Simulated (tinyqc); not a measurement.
Surface potential of a MOS transistor: implicit equation and explicit approximations: one step of the calculation.

p-type body, charge-sheet picture, depletion and inversion only, full ionisation (an idealisation for deep acceptors), Boltzmann statistics (rough once Na exp(x - xn) passes about Nc/7). In units of Vt: xg = (Vg - Vfb)/Vt, x = psi/Vt, G = gamma/sqrt(Vt), xn = (2 phiF + Vc)/Vt. The implicit equation is (xg - x)^2 = G^2 [x - 1 + exp(x - xn)] for x above about 3. Cox = eps0 eox/tox.

Question. New x. D = exp(x - xn), f = (xg - x)^2 - G^2 (x - 1 + D), f' = -2 (xg - x) - G^2 (1 + D), x(new) = x - f/f'.

x after iteration 1 = 158.91274
G = 3.9042578
xn = 155.93894
xg = 210.42860

Give: D; f; f'; x after iteration 2.

Answer.

D = 19.57
f = -51.47
f' = -416.5
x after iteration 2 = 158.8

Computed by the program tinyqc: `OMP_NUM_THREADS=1 python tinyqc.py 2122193 2122194 out.jsonl`, one thread of a shared Intel Xeon 2.30GHz, about 0.01 s for the whole run.
